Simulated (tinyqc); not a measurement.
Worked calculation: tight binding, kagome lattice. One step of it, computed by the program tinyqc.

Problem. Levels at k. Diagonalise the Hermitian matrix.

H(k) at k (eV), order A, B, C:
```
[[0.000000, -2.130000, -2.122561+0.078700i],
 [-2.130000, 0.000000, -2.122561+0.078700i],
 [-2.122561-0.078700i, -2.122561-0.078700i, 0.330000]]
```

Give: eigenvalues; weights |c|^2 of the basis functions.

Solution.

eigenvalues (eV): [-4.146, 2.130, 2.346]

weights |c|^2 of the basis functions, order A, B, C:
```
[[0.345, 0.500, 0.155],
 [0.345, 0.500, 0.155],
 [0.311, 0.000, 0.689]]
```
